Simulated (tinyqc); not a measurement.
# Off-state leakage of single and stacked transistors: effects of single changes

n-channel devices of unit width. Subthreshold current I(Vg, Vs, Vd) = I0 (T/300 K)^0.5 exp[(Vg - Vs - VT(T) - gb (Vs - Vb) + dd (Vd - Vs))/(nf Vt)] (1 - exp(-(Vd - Vs)/Vt)), VT(T) = VT - cT (T - 300 K). Gate-edge tunnelling Ig (Vd/1 V) exp(ag (Vd - 1 V)), for a gate at 0 V, and band-to-band leakage Ab u exp(-Bb/u), u = Vd - Vb + 1 V, flow at a drain held at V; both are taken as independent of T. In a stack of off transistors (all gates at 0 V) the same subthreshold current passes through each.

Parameters, values chosen for the exercise; values of the order met in bulk silicon logic transistors: temperature T = 330 K; supply voltage V = 1.1 V; threshold at 300 K, zero drain and body bias VT = 0.48 V; fall of the threshold with temperature cT = 0.8 mV/K; current at threshold at 300 K I0 = 0.1 uA/um; slope factor nf = 1.48; drain-induced lowering per volt dd = 0.1; rise of the threshold per volt of source-body bias gb = 0.2; gate-edge tunnelling current at 1 V Ig = 0.0008 uA/um; exponential slope of the gate current ag = 3 1/V; prefactor of band-to-band leakage at the drain Ab = 3 uA/(um V); its exponential voltage Bb = 20 V; body voltage Vb = 0 V.

Constants: q = 1.602176634e-19 C, kB = 1.380649e-23 J/K, Vt = kB T/q. Results are converted to the units shown.

Each table varies one quantity; the others keep the values above.

## Subthreshold current against the height of the stack

All n gates at 0 V, bottom source at 0 V, top drain at V; node voltages follow from equal currents.

Subthreshold current against the height of the stack:

| n | I (nA/um) | reduction factor | drain voltage of the bottom device (mV) | source voltage of the top device (mV) | voltage across the top device (V) |
|---|---|---|---|---|---|
| 1 | 0.02821 | 1.000 | 1100 | 0 | 1.100 |
| 2 | 0.002354 | 11.98 | 80.40 | 80.40 | 1.020 |
| 3 | 0.001212 | 23.28 | 23.03 | 101.9 | 0.9981 |
| 4 | 8.175e-4 | 34.50 | 13.73 | 114.6 | 0.9854 |
| 5 | 6.173e-4 | 45.69 | 9.812 | 123.7 | 0.9763 |
| 6 | 4.961e-4 | 56.86 | 7.645 | 130.8 | 0.9692 |

What does the table show?

The second transistor cuts the current by a factor of 12.0, the third by a further 1.94 and the sixth by 1.24. The top device keeps 88.1 % of the supply at n = 6, while the drain voltage of the bottom one falls to 0.269 Vt.

## Leakage components against the body voltage

Same model as above.

One transistor with Vg = Vs = 0, Vd = V; stack factor I(one)/I(two in series).

The same in every row: gate edge (nA/um) = 1.188; stack factor = 11.98.

Leakage components against the body voltage:

| Vb (V) | subthreshold (nA/um) | band-to-band (nA/um) | total (nA/um) | largest part |
|---|---|---|---|---|
| 0.2 | 0.07296 | 0.1529 | 1.414 | gate edge |
| 0 | 0.02821 | 0.4605 | 1.677 | gate edge |
| -0.2 | 0.01090 | 1.154 | 2.353 | gate edge |
| -0.4 | 0.004215 | 2.516 | 3.708 | band-to-band |
| -0.6 | 0.001630 | 4.915 | 6.104 | band-to-band |
| -0.8 | 6.299e-4 | 8.798 | 9.987 | band-to-band |
| -1 | 2.435e-4 | 14.68 | 15.86 | band-to-band |
| -1.2 | 9.414e-5 | 23.10 | 24.28 | band-to-band |
| -1.4 | 3.639e-5 | 34.63 | 35.82 | band-to-band |

What does the table show?

As Vb goes from 0.2 to -1.4, the total leakage rises from 1.41 to 35.8 nA/um. The gate edge part leads at Vb = 0.2, the band-to-band part from -0.4 on. The reduction by a stack of two stays at 12.0, for the subthreshold part alone. For Vb = 0.2 the body is forward biased; the junction current, left out, is still small at this voltage.

Numbers from tinyqc (`OMP_NUM_THREADS=1 python tinyqc.py 2242146 2242147 out.jsonl`; about 0.04 s on one thread of a shared Intel Xeon 2.30GHz).
